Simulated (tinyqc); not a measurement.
Convergence with cell size: Koster-Slater impurity in a tight-binding band, by Green functions and by supercells. Computed by tinyqc, a small Python program. Command: `OMP_NUM_THREADS=1 python tinyqc.py 3001817 3001818 out.jsonl kosterslater walk`. One thread of a shared host (Intel(R) Xeon(R) Processor @ 2.30GHz), about 0.06 s of CPU time with the checks.

One orbital per site, e(k) = -2 t sum cos(k_i) over 3 direction(s), band from -6 t to 6 t, lattice constant 1. One site has the extra energy U. Spin is left out.

Inputs (values chosen for the exercise, for a model band): hopping t = 0.43 eV; impurity potential U = 2.57 eV.

Lattice: simple cubic.

Method:
- Outside the band G0(E) = (1/pi) int_0^pi dk (2/(pi z)) K(16 t^2/z^2), z = E + 2 t cos k, K the complete elliptic integral with parameter m; 200 Gauss-Legendre points.
- A bound state solves 1/U = G0(E).
- Bisection in ln(distance from the edge) between 1e-5 t and |U| + t. Weight on the impurity site: -1/(U^2 dG0/dE), by a central difference with step min(1e-4 t, distance/30). Decay length along an axis: 1/arccosh(1 + distance/(2 t)).
- In a periodic cell of N sites along each direction with Bloch vector K, the level solves 1/U = N^-d sum_k 1/(E - e(k)), k_i = (2 pi m_i + K_i)/N, m_i = 0..N-1; the outermost root on the side of U is taken (bisection). d is the number of directions. Gamma means K_i = 0, the zone corner K_i = pi, the quarter point K_i = pi/2.
- Even N; errors against the isolated level E_b, set to 0 below 1e-6 t.

level E_b = 3.04697 eV

decay length = 1.00008 sites

Error of the level (eV):
```
N   sites       Gamma       corner  quarter point
2       8  4.3280e-01  -4.7697e-01    -2.6525e-02
4      64  3.2527e-02  -2.6525e-02    -2.4142e-04
6     216  2.7075e-03  -2.3553e-03    -2.9653e-06
8     512  2.5787e-04  -2.4142e-04              0
10   1000  2.7035e-05  -2.6276e-05              0
12   1728  3.0010e-06  -2.9653e-06              0
```

What follows from these numbers?

The error at Gamma falls exponentially, between the last two resolved rows by exp(-1.099) per site against 1/(decay length) = 1.000; the rest is the power-law prefactor of the Green function. Gamma and the corner err in opposite directions. Among the sizes listed an error below 1 meV is first reached at N = 8 at Gamma; at the quarter point N = 4 is enough.

Extremes, crossings and ranges named in words are read from the listed rows.
